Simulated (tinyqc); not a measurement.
One-electron ion in a basis of Gaussians, step by step. One step of it, computed by the program tinyqc.

Problem. Generalised eigenproblem. Solve H C = S C e through S^(-1/2); each column has its largest component positive (the first on a tie).

H = T + V (hartree):
```
           1          2          3          4          5
1  -2.054499  -1.986705  -1.268341  -0.643947  -0.294915
2  -1.986705  -3.149419  -3.015173  -2.018103  -1.071058
3  -1.268341  -3.015173  -4.052161  -3.768985  -2.863993
4  -0.643947  -2.018103  -3.768985  -2.410739  -1.768751
5  -0.294915  -1.071058  -2.863993  -1.768751  10.640372
```

S:
```
          1         2         3         4         5
1  1.000000  0.679359  0.255973  0.072308  0.018326
2  0.679359  1.000000  0.679461  0.255867  0.072275
3  0.255973  0.679461  1.000000  0.679181  0.255704
4  0.072308  0.255867  0.679181  1.000000  0.679188
5  0.018326  0.072275  0.255704  0.679188  1.000000
```

Give: eigenvalues of S; eigenvalues; coefficients.

Solution.

eigenvalues of S: 0.079  0.244  0.665  1.481  2.530

eigenvalues (hartree): -4.493  -1.987  -1.026  3.601  26.797

coefficients:
```
        1       2       3       4       5
1  -0.016   0.518  -1.349   0.423  -0.141
2   0.200   0.712   1.612  -1.177   0.430
3   0.645  -0.514  -0.581   1.873  -0.935
4   0.266  -0.176  -0.169  -1.402   1.617
5   0.060  -0.039  -0.039  -0.033  -1.509
```

For Z = 6 and l = 1 the exact lowest level is -Z^2/(2 n^2) with n = l + 1: -4.500000 hartree.
